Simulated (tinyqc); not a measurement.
Raising U: Hubbard ring of 5 sites, mean field against exact. Computed by the program tinyqc. Command: `OMP_NUM_THREADS=1 python tinyqc.py 114527 114528 out.jsonl`; one thread of a shared host (Intel(R) Xeon(R) Processor @ 2.60GHz), about 5 s.

one-body matrix (hopping and site energies) (eV):
```
         1        2        3        4        5
1  -0.2000  -1.5800   0.0000   0.0000  -1.5800
2  -1.5800   0.5300  -1.5800   0.0000   0.0000
3   0.0000  -1.5800   0.0700  -1.5800   0.0000
4   0.0000   0.0000  -1.5800   0.0700  -1.5800
5  -1.5800   0.0000   0.0000  -1.5800  -0.2600
```

electrons, up and down: 3  2

Collinear unrestricted mean field (the lowest of 40 random starts) against exact diagonalisation.

Exact and mean-field results (eV):

| U | U/t | E exact | E mean field | mean \|n_up - n_down\| | double occupancy, exact | first gap in the sector |
|---|---|---|---|---|---|---|
| 0.7900 | 0.5000 | -8.269489 | -8.240651 | 0.2000 | 0.2271 | 0.1859 |
| 1.5800 | 1.0000 | -7.410643 | -7.292157 | 0.2110 | 0.2075 | 0.1540 |
| 3.1600 | 2.0000 | -5.934647 | -5.454724 | 0.2972 | 0.1659 | 0.0954 |
| 4.7400 | 3.0000 | -4.785039 | -3.899330 | 0.6002 | 0.1260 | 0.0521 |
| 6.3200 | 4.0000 | -3.923000 | -2.913519 | 0.7829 | 0.0937 | 0.0264 |
| 9.4800 | 6.0000 | -2.796702 | -1.886030 | 0.9079 | 0.0535 | 0.0067 |
| 12.6400 | 8.0000 | -2.127294 | -1.365497 | 0.9490 | 0.0334 | 0.0019 |
| 18.9600 | 12.0000 | -1.392592 | -0.842055 | 0.9776 | 0.0161 | 2.30e-04 |
| 31.6000 | 20.0000 | -0.766495 | -0.421734 | 0.9920 | 0.0061 | 5.65e-05 |

In absolute terms mean field is worst at U/t = 4.0, 1.009 eV too high: at small U it is nearly exact, and at large U it misses only exchange-scale energies. Relative to the exact energy its error is 0.3 % at the smallest U, 45 % at most and 45 % at the largest. The double occupancy falls from 0.227 to 0.006.
